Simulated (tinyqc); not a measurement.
Hydrogen passivation of interface dangling bonds: competing passivation and dissociation with distributed barriers: one step, computed by the program tinyqc.

P_b + H2 gives P_bH + H at the rate k_f [H2]; P_bH gives P_b + H at the rate k_d. All defects start unpassivated. E_f and E_d are Gaussian and independent.

Problem. Distributed barriers. [H2] = solubility factor x p; a = k_f0 [H2] exp(-E_f/(k_B T)), d = k_d0 exp(-E_d/(k_B T)). For one pair of barriers the active share is y = [d + a exp(-(a + d) t)]/(a + d). Temperatures in kelvin are T(C) + 273.15. Average y over both Gaussians with 40 x 40 Gauss-Hermite points. Active density N0 y; threshold shift if each active defect holds one charge, e N0 y t_ox/(3.9 eps_0).

Inputs (values chosen for the exercise, close to those used for P_b centres at the silicon-oxide interface):
```
quantity                                      value          unit
defect density N0                           1.2e+12        1/cm^2
passivation prefactor k_f0                  3.6e-08        cm^3/s
mean passivation barrier E_f                   1.52            eV
spread sigma_f                                0.078            eV
dissociation prefactor k_d0                 6.4e+12           1/s
mean dissociation barrier E_d                  2.57            eV
spread sigma_d                                0.081            eV
H2 in the oxide per atm, solubility factor  5.5e+17  1/(cm^3 atm)
hydrogen pressure p                             0.1           atm
anneal temperature T                            600             C
anneal time t                                  4200             s
oxide thickness                                 6.5            nm
```

Constants: k_B = 8.617333262e-05 eV/K; e = 1.602176634e-19 C; eps_0 = 8.8541878128e-12 F/m.

Give: active share y; active density; threshold shift.

Solution.

active share y = 0.008085

active density = 9.702e+09 1/cm^2

threshold shift = 2.926 mV
